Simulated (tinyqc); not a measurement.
# Surface Green function of a square-lattice strip three rows wide, Sancho-Rubio decimation: densities of states against energy

A semi-infinite lead of cells 0, 1, 2, ... with H0 inside a cell and H1 = <cell i|H|cell i + 1>. A cell is one column of three sites. z = E + i eta.

Start with e_s = e = H0, a = H1, b = H1^dagger. Each round: g = (z - e)^(-1); e_s <- e_s + a g b; e <- e + a g b + b g a; a <- a g a; b <- b g b (all with the old a, b). Round k joins cells 2^k apart. Stop when the largest entry of the matrices a and b is below 1e-12 eV; g_s = (z - e_s)^(-1), bulk (z - e)^(-1), density of states -Im Tr/pi. Here eta = 0.01 eV. Open modes are the crossings of E with the bands of H0 + H1 exp(ik) + H1^dagger exp(-ik) for 0 < k < pi.

H0 (eV):

|  | 1 | 2 | 3 |
|---|---|---|---|
| 1 | -0.43 | -1.01 | 0 |
| 2 | -1.01 | -0.38 | -1.01 |
| 3 | 0 | -1.01 | 0.28 |

H1 (eV):

|  | 1 | 2 | 3 |
|---|---|---|---|
| 1 | -0.9 | 0 | 0 |
| 2 | 0 | -0.9 | 0 |
| 3 | 0 | 0 | -0.9 |

Densities of states against energy:

| E (eV) | open modes | rounds | surface (1/eV) | bulk (1/eV) |
|---|---|---|---|---|
| -3.85 | 0 | 6 | 0.002032 | 0.004675 |
| -3.19 | 1 | 12 | 0.1969 | 0.3163 |
| -2.54 | 1 | 13 | 0.3120 | 0.2020 |
| -1.88 | 2 | 13 | 0.3931 | 1.428 |
| -1.22 | 2 | 13 | 0.6136 | 0.4119 |
| -0.57 | 2 | 13 | 0.6210 | 0.5501 |
| 0.09 | 3 | 13 | 0.6565 | 1.700 |
| 0.74 | 2 | 13 | 0.6491 | 0.3860 |
| 1.4 | 2 | 13 | 0.5468 | 0.4943 |
| 2.06 | 1 | 13 | 0.3169 | 0.2018 |
| 2.71 | 1 | 12 | 0.2089 | 0.2988 |
| 3.37 | 0 | 6 | 0.002282 | 0.005652 |

The bands of the infinite lead run over -3.50 to 0.101, -1.89 to 1.71, -0.538 to 3.06 eV. The rounds lie between 6 and 13, 6.0 on average outside the bands and 12.8 inside. The surface density of states is largest at E = 0.09 eV among the rows (0.657 1/eV, bulk 1.70).

Program tinyqc, `OMP_NUM_THREADS=1 python tinyqc.py 2680109 2680110 out.jsonl`; Intel Xeon 2.30GHz, shared host, one thread, about 0.1 s.
